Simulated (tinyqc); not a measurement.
Worked calculation: Hueckel theory of the pi electrons with the omega technique, for the molecule C=C1C=CC=CC=C1 (SMILES; centres numbered as the heavy atoms are written). One step of it, computed by the program tinyqc.

Problem. Omega technique, round 2. h_r = h_r(0) + omega q_r, omega = 1, with q_r = z_r - P_rr.

Hueckel matrix in units of beta (H = alpha + beta A), order 1C, 2C, 3C, 4C, 5C, 6C, 7C, 8C:
$$\begin{pmatrix}
0.000000 & 1.000000 & 0.000000 & 0.000000 & 0.000000 & 0.000000 & 0.000000 & 0.000000 \\
1.000000 & 0.000000 & 1.000000 & 0.000000 & 0.000000 & 0.000000 & 0.000000 & 1.000000 \\
0.000000 & 1.000000 & 0.000000 & 1.000000 & 0.000000 & 0.000000 & 0.000000 & 0.000000 \\
0.000000 & 0.000000 & 1.000000 & 0.000000 & 1.000000 & 0.000000 & 0.000000 & 0.000000 \\
0.000000 & 0.000000 & 0.000000 & 1.000000 & 0.000000 & 1.000000 & 0.000000 & 0.000000 \\
0.000000 & 0.000000 & 0.000000 & 0.000000 & 1.000000 & 0.000000 & 1.000000 & 0.000000 \\
0.000000 & 0.000000 & 0.000000 & 0.000000 & 0.000000 & 1.000000 & 0.000000 & 1.000000 \\
0.000000 & 1.000000 & 0.000000 & 0.000000 & 0.000000 & 0.000000 & 1.000000 & 0.000000
\end{pmatrix}$$

charge and bond-order matrix P, order 1C, 2C, 3C, 4C, 5C, 6C, 7C, 8C:
$$\begin{pmatrix}
1.057862 & 0.801405 & -0.126061 & -0.338697 & 0.215855 & 0.215855 & -0.338697 & -0.126061 \\
0.801405 & 1.073660 & 0.416265 & -0.028391 & -0.045596 & -0.045596 & -0.028391 & 0.416265 \\
-0.126061 & 0.416265 & 0.946303 & 0.791208 & 0.049003 & -0.339919 & -0.082256 & 0.239221 \\
-0.338697 & -0.028391 & 0.791208 & 1.008291 & 0.496368 & 0.015929 & -0.070705 & -0.082256 \\
0.215855 & -0.045596 & 0.049003 & 0.496368 & 0.979645 & 0.765723 & 0.015929 & -0.339919 \\
0.215855 & -0.045596 & -0.339919 & 0.015929 & 0.765723 & 0.979645 & 0.496368 & 0.049003 \\
-0.338697 & -0.028391 & -0.082256 & -0.070705 & 0.015929 & 0.496368 & 1.008291 & 0.791208 \\
-0.126061 & 0.416265 & 0.239221 & -0.082256 & -0.339919 & 0.049003 & 0.791208 & 0.946303
\end{pmatrix}$$

Centres:
```
centre  z_r, pi electrons of the neutral centre         h
1C                                            1  0.000000
2C                                            1  0.000000
3C                                            1  0.000000
4C                                            1  0.000000
5C                                            1  0.000000
6C                                            1  0.000000
7C                                            1  0.000000
8C                                            1  0.000000
```

Give: matrix after round 2.

Solution.

matrix after round 2, order 1C, 2C, 3C, 4C, 5C, 6C, 7C, 8C:
$$\begin{pmatrix}
-0.058 & 1.000 & 0.000 & 0.000 & 0.000 & 0.000 & 0.000 & 0.000 \\
1.000 & -0.074 & 1.000 & 0.000 & 0.000 & 0.000 & 0.000 & 1.000 \\
0.000 & 1.000 & 0.054 & 1.000 & 0.000 & 0.000 & 0.000 & 0.000 \\
0.000 & 0.000 & 1.000 & -0.008 & 1.000 & 0.000 & 0.000 & 0.000 \\
0.000 & 0.000 & 0.000 & 1.000 & 0.020 & 1.000 & 0.000 & 0.000 \\
0.000 & 0.000 & 0.000 & 0.000 & 1.000 & 0.020 & 1.000 & 0.000 \\
0.000 & 0.000 & 0.000 & 0.000 & 0.000 & 1.000 & -0.008 & 1.000 \\
0.000 & 1.000 & 0.000 & 0.000 & 0.000 & 0.000 & 1.000 & 0.054
\end{pmatrix}$$
